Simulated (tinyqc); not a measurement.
# Scale length and length offset from two DIBL values

Question. DIBL = exp(-Le/(2 l)) + 2 exp(-Le/l) with Le = L - dL. Find l, dL and the drawn length for a DIBL of 100 mV/V.

DIBL at drawn lengths 41 and 59 nm (mV/V): 67.668078  17.248686

Solution. With e = exp(-Le/(2 l)), 2 e^2 + e = DIBL gives e and so Le/l at each length; Le/l is a straight line in L with slope 1/l.

l = 7.00 nm
dL = 1.70 nm
length for 100 mV/V = 36.1 nm

Numbers from tinyqc (`OMP_NUM_THREADS=1 python tinyqc.py 2002146 2002147 out.jsonl`; about 0.01 s on one thread of a shared Intel Xeon 2.30GHz).
